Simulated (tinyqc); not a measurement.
# Cell-based percolation model of oxide breakdown: two studies

The oxide, of thickness n a, is cut into cubic cells. A cell is defective with the chance l = 1 - exp(-a^3 N), N = N1 (t/1 s)^al. A column of n defective cells breaks the oxide down, and the area holds M = A/a^2 independent columns: 1 - F = (1 - l^n)^M.

Inputs (values chosen for the exercise): edge of a cell a = 1.6 nm; cells across the oxide n = 3; area A = 21 um^2; exponent of defect growth al = 0.79; defect density after 1 s N1 = 2.5e18 cm^-3.

Each table varies one quantity; the others keep the values above.

## Effect of the thickness

At F = 1 - 1/e: l_c = (1 - exp(-1/M))^(1/n), N_bd = -ln(1 - l_c)/a^3, t63 = (N_bd/N1)^(1/al). W = ln(-ln(1 - F)); for small l, W = ln M + n ln(a^3 N), so the Weibull slope is n al.

Results:
```
n       l_c  N_bd (cm^-3)   t63 (s)  slope at t63
1  1.219e-7      2.976e13  5.844e-7        0.7900
2  3.491e-4      8.526e16   0.01389         1.580
3  0.004958      1.214e18    0.4006         2.364
4   0.01869      4.605e18     2.167         3.130
5   0.04142      1.033e19     6.023         3.867
7    0.1029      2.650e19     19.86         5.235
8    0.1367      3.589e19     29.14         5.867
9    0.1705      4.564e19     39.52         6.466
```

Estimate the missing row, n = 6.

Computed row:
```
n      l_c  N_bd (cm^-3)  t63 (s)  slope at t63
6  0.07042      1.783e19    12.02         4.569
```

With this row back in the table: N_bd rises from 2.98e13 to 4.56e19 cm^-3 and the slope rises from 0.790 to 6.47, against n al = 0.790 to 7.11. A thin oxide needs few defects in a row, so it breaks at a lower density and with a wider spread; at n = 1 one defect suffices. For n = 1 t63 is under a microsecond, a formal extension of the power law of defect growth.

## Effect of the area

Same model as above.

Effect of the area:
```
A (um^2)       l_c  N_bd (cm^-3)   t63 (s)  slope at t63
0.0014      0.1222      3.183e19     25.04         2.221
0.023      0.04810      1.204e19     7.311         2.312
0.38       0.01889      4.655e18     2.197         2.347
6.4       0.007368      1.806e18    0.6623         2.361
110       0.002855      6.980e17    0.1989         2.367
1800      0.001125      2.747e17   0.06109         2.369
31000     4.355e-4      1.063e17   0.01838         2.369
5.1e5     1.712e-4      4.181e16  0.005636         2.370
8.6e6     6.677e-5      1.630e16  0.001711         2.370
```

What does the table show?

t63 falls from 25.0 to 0.00171 s, as A^(-0.44) between the first two rows and A^(-0.42) between the last two, against -1/(n al) = -0.42; the slope at t63 rises from 2.22 to 2.37, nearer to n al where l_c is small.

Numbers from tinyqc (`OMP_NUM_THREADS=1 python tinyqc.py 2070105 2070106 out.jsonl`; about 0.01 s on one thread of a shared Intel Xeon 2.30GHz).
